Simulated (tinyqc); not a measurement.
Inside a calculation. Model: a barrier in a uniform field, exact transmission by Airy functions.

tinyqc, about 0.01 s, one thread, Intel Xeon 2.30GHz (shared host): `OMP_NUM_THREADS=1 python tinyqc.py 2580135 2580136 out.jsonl` Printed values are rounded.

The left lead has its band edge at 0, the barrier edge falls as U(x) = U0 - F x with F = V/d for 0 < x < d, and the right lead has its edge at -V. No transverse momentum; C = hbar^2/(2 m0); psi and psi'/m are continuous. M carries (psi, psi'/m) across the barrier.

Values chosen for this exercise; masses and offsets close to those of InGaAs wells and InP barriers; the mass of the right lead is set freely: mass in the left lead mL = 0.041 m0; barrier edge at x = 0 U0 = 0.24 eV; mass in the barrier m1 = 0.082 m0; electron energy E = 0.073 eV; barrier width d = 11.6 nm; voltage across the barrier V = 0.14 V; mass in the right lead mR = 0.055 m0.

Constants: q = 1.602176634e-19 C, hbar = 1.054571817e-34 J s, m0 = 9.1093837015e-31 kg, hbar^2/(2 m0) = 0.0380998212 eV nm^2. Results are converted to the units shown.

## Scaled variables

Energy scale e = (C F^2/m1)^(1/3), z(x) = (U(x) - E)/e, s = (dz/dx)/m1 = -F/(e m1); v = k/m in a lead. vL = sqrt(mL E/C)/mL, vR = sqrt(mR (E + V)/C)/mR.

F = 0.01206897 V/nm
e = 0.04075207 eV
z1 = 4.097951
z2 = 0.6625430
s = -3.611657 1/nm
vL = 6.836094 1/nm
vR = 10.08201 1/nm

Both z are positive: the whole barrier is forbidden.

## Airy functions at the edges

Ai and Bi solve y'' = z y, with Wronskian Ai Bi' - Ai' Bi = 1/pi.

Airy functions:

|  | Ai | Ai' | Bi | Bi' |
|---|---|---|---|---|
| z1 | 7.769367e-4 | -0.001617123 | 101.4381 | 198.5643 |
| z2 | 0.1967407 | -0.2047737 | 0.9492821 | 0.6298741 |

## Transfer matrix

With a = Ai, a' = Ai', b = Bi, b' = Bi' at z1 (left edge) and z2 (right edge): M11 = pi (a2 b1' - b2 a1'), M12 = (pi/s)(b2 a1 - a2 b1), M21 = pi s (a2' b1' - b2' a1'), M22 = pi (b2' a1 - a2' b1).

M (M12 in nm, M21 in 1/nm):

|  | 1 | 2 |
|---|---|---|
| 1 | 122.7333 | 17.35892 |
| 2 | 461.3398 | 65.25827 |

## Transmission, exact and WKB

With M acting on (psi, psi'/m) and v = k/m in each lead, T(E) = 4 vL vR/[(vL vR M12 - M21)^2 + (vR M11 + vL M22)^2]. WKB: exp(-S), S = (4/(3 F)) sqrt(m1/C) [max(U0 - E, 0)^1.5 - max(U0 - F d - E, 0)^1.5].

T(E) = 8.169635e-5
S = 10.34181
exp(-S) = 3.225596e-5
ratio T(E)/exp(-S) = 2.532752

The exact value is 2.53 times the WKB one.
